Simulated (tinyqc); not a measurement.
Inside a calculation. Method: geometry optimisation on the UHF/sto-3g surface (energies and gradients from PySCF), for H4, spin multiplicity 3. Computed by tinyqc, a small Python program that keeps every step (integrals from PySCF). Settings: charge = 0, multiplicity = 3, basis = sto-3g, optimiser = bfgs, first Hessian = 0.3, largest step = 0.3, iteration cap = 30. Command: `OMP_NUM_THREADS=1 python tinyqc.py 26710 26711 out.jsonl` (the two numbers bound the seeds that draw the settings). One thread of a shared host (Intel(R) Xeon(R) Processor @ 2.60GHz), about 1 s of CPU time with the checks.

## Step 1: energy and gradient

positions at the start (bohr):
```
            x          y         z
1H   0.043464  -0.085038  0.054802
2H  -0.102045  -0.017008  1.681856
3H   0.035905  -0.081258  3.620715
4H   0.030236  -0.013228  5.109819
```

Self-consistent energy and analytic gradient at these positions.

energy = -1.79647761 hartree

gradient (hartree/bohr):
```
              x            y            z
1H  -0.02256790   0.01020180   0.28577313
2H   0.01355592  -0.00465297  -0.33672603
3H   0.01224368  -0.00247505   0.18647383
4H  -0.00323171  -0.00307378  -0.13552094
```

## Step 1: move

Quasi-Newton step p = -H^(-1) g (first H = 0.3 times the unit matrix); steps longer than 0.3 bohr are cut back (factor 0.180 here).

positions after step 1 (bohr):
```
            x          y          z
1H   0.057027  -0.091169  -0.116942
2H  -0.110192  -0.014211   1.884222
3H   0.028547  -0.079771   3.508648
4H   0.032178  -0.011381   5.191265
```

## Step 2: energy and gradient

As before.

energy = -1.90852344 hartree

gradient (hartree/bohr):
```
              x            y            z
1H  -0.00960157   0.00422627   0.13791100
2H   0.00180267   0.00074520  -0.16570983
3H   0.01097405  -0.00318065   0.13177209
4H  -0.00317515  -0.00179082  -0.10397326
```

## Step 2: move

inverse Hessian in use (bohr^2/hartree):
```
            1          2          3          4          5          6          7          8
1    3.326152   0.003321   0.080240   0.006910  -0.003265  -0.092445   0.000121   0.000606
2    0.003321   3.331798  -0.037219  -0.003168   0.001491   0.042905  -0.000095  -0.000266
3    0.080240  -0.037219   2.452669  -0.081075   0.039139   1.011071   0.004273  -0.008843
4    0.006910  -0.003168  -0.081075   3.327623   0.002496   0.094269  -0.001481  -0.000079
5   -0.003265   0.001491   0.039139   0.002496   3.332292  -0.045684   0.000993  -0.000071
6   -0.092445   0.042905   1.011071   0.094269  -0.045684   2.173350  -0.006176   0.010651
7    0.000121  -0.000095   0.004273  -0.001481   0.000993  -0.006176   3.335316  -0.000743
8    0.000606  -0.000266  -0.008843  -0.000079  -0.000071   0.010651  -0.000743   3.333553
9    0.024997  -0.011917  -0.228180  -0.036468   0.019898   0.251497   0.017633  -0.008771
10   0.000151  -0.000057  -0.003438   0.000281  -0.000224   0.004352  -0.000622   0.000216
11  -0.000662   0.000309   0.006923   0.000751  -0.000379  -0.007871  -0.000155   0.000117
12  -0.012792   0.006231   0.097773   0.023275  -0.013353  -0.102585  -0.015731   0.006964

            9         10         11         12
1    0.024997   0.000151  -0.000662  -0.012792
2   -0.011917  -0.000057   0.000309   0.006231
3   -0.228180  -0.003438   0.006923   0.097773
4   -0.036468   0.000281   0.000751   0.023275
5    0.019898  -0.000224  -0.000379  -0.013353
6    0.251497   0.004352  -0.007871  -0.102585
7    0.017633  -0.000622  -0.000155  -0.015731
8   -0.008771   0.000216   0.000117   0.006964
9    3.410524  -0.006161   0.000791  -0.100508
10  -0.006161   3.333524   0.000066   0.005248
11   0.000791   0.000066   3.333286   0.000157
12  -0.100508   0.005248   0.000157   3.438653
```

Quasi-Newton step p = -H^(-1) g (the inverse Hessian comes from BFGS updates; coordinates in the order x, y, z of each atom); steps longer than 0.3 bohr are cut back (factor 0.533 here).

positions after step 2 (bohr):
```
            x          y          z
1H   0.057508  -0.090946  -0.186017
2H  -0.095190  -0.024621   1.977991
3H   0.006051  -0.071512   3.302432
4H   0.039190  -0.009452   5.372787
```

## Step 3: energy and gradient

As before.

energy = -1.96304539 hartree

gradient (hartree/bohr):
```
              x            y            z
1H  -0.00390974   0.00157799   0.07875525
2H   0.00338639  -0.00047081  -0.02658569
3H   0.00300312   0.00034081   0.03003834
4H  -0.00247977  -0.00144799  -0.08220789
```

## Step 3: move

inverse Hessian in use (bohr^2/hartree):
```
            1          2          3          4          5          6          7          8
1    3.326200   0.003327   0.075647   0.007542  -0.003749  -0.088978  -0.000957   0.000958
2    0.003327   3.331794  -0.037061  -0.003371   0.001611   0.041413   0.000149  -0.000376
3    0.075647  -0.037061   2.797101  -0.103537   0.061231   0.940520   0.056448  -0.021724
4    0.007542  -0.003371  -0.103537   3.321133   0.005587   0.038534   0.004234  -0.003540
5   -0.003749   0.001611   0.061231   0.005587   3.331128  -0.015842  -0.000854   0.001553
6   -0.088978   0.041413   0.940520   0.038534  -0.015842   1.730170   0.052294  -0.019332
7   -0.000957   0.000149   0.056448   0.004234  -0.000854   0.052294   3.332769   0.002236
8    0.000958  -0.000376  -0.021724  -0.003540   0.001553  -0.019332   0.002236   3.331709
9    0.015429  -0.009534   0.205688   0.025572  -0.003729   0.847791  -0.020186   0.023843
10   0.000548  -0.000105  -0.028558   0.000423  -0.000984  -0.001850  -0.002713   0.000347
11  -0.000535   0.000304  -0.002445   0.001324  -0.000959  -0.006240  -0.001531   0.000447
12  -0.002098   0.005183  -0.609976   0.039430  -0.041660  -0.185148  -0.088556   0.017213

            9         10         11         12
1    0.015429   0.000548  -0.000535  -0.002098
2   -0.009534  -0.000105   0.000304   0.005183
3    0.205688  -0.028558  -0.002445  -0.609976
4    0.025572   0.000423   0.001324   0.039430
5   -0.003729  -0.000984  -0.000959  -0.041660
6    0.847791  -0.001850  -0.006240  -0.185148
7   -0.020186  -0.002713  -0.001531  -0.088556
8    0.023843   0.000347   0.000447   0.017213
9    2.931224  -0.020815  -0.010580  -0.651369
10  -0.020815   3.335074   0.000742   0.051224
11  -0.010580   0.000742   3.333541   0.019264
12  -0.651369   0.051224   0.019264   4.779826
```

Quasi-Newton step p = -H^(-1) g (the inverse Hessian comes from BFGS updates; coordinates in the order x, y, z of each atom); steps longer than 0.3 bohr are cut back (factor 0.553 here).

positions after step 3 (bohr):
```
            x          y          z
1H   0.059728  -0.091223  -0.324777
2H  -0.094950  -0.028503   1.939599
3H  -0.004872  -0.071085   3.227675
4H   0.047653  -0.005720   5.624696
```

## Convergence

Stop when the largest gradient component is below 3e-5 hartree/bohr. The inverse Hessian follows the BFGS update with s = step, y = change of gradient.

Course of the optimisation:
```
step  E (hartree)  largest gradient (hartree/bohr)
1     -1.79647761                         3.37e-01
2     -1.90852344                         1.66e-01
3     -1.96304539                         8.22e-02
4     -1.98934956                         5.71e-02
5     -2.00749027                         4.18e-02
6     -2.02020014                         3.14e-02
7     -2.02897249                         2.38e-02
8     -2.03518325                         1.82e-02
9     -2.03961920                         1.39e-02
10    -2.04280326                         1.05e-02
11    -2.04509158                         7.93e-03
12    -2.04673392                         5.93e-03
13    -2.04790880                         4.39e-03
14    -2.04874537                         3.22e-03
15    -2.04933774                         2.34e-03
16    -2.04975458                         1.76e-03
17    -2.05004596                         1.32e-03
18    -2.05024818                         1.00e-03
19    -2.05038746                         7.68e-04
20    -2.05048260                         5.96e-04
21    -2.05054700                         4.71e-04
22    -2.05059016                         3.80e-04
23    -2.05061877                         3.13e-04
24    -2.05063753                         2.63e-04
25    -2.05064967                         2.26e-04
26    -2.05065742                         1.97e-04
27    -2.05066230                         1.74e-04
28    -2.05066533                         1.55e-04
29    -2.05066717                         1.38e-04
30    -2.05066827                         1.22e-04
```

Distances after the last move, whose energy is not in the table (angstrom):
```
pair   distance
2H-1H  3.698472
3H-1H  4.390272
3H-2H  0.712330
4H-1H  9.151969
4H-2H  5.458286
4H-3H  4.778620
```

Not converged within 30 steps: the energy falls at every step, but slowly. Reruns: method bfgs, first Hessian 0.6, largest step 0.3: converged in 26 (E = -2.05066).
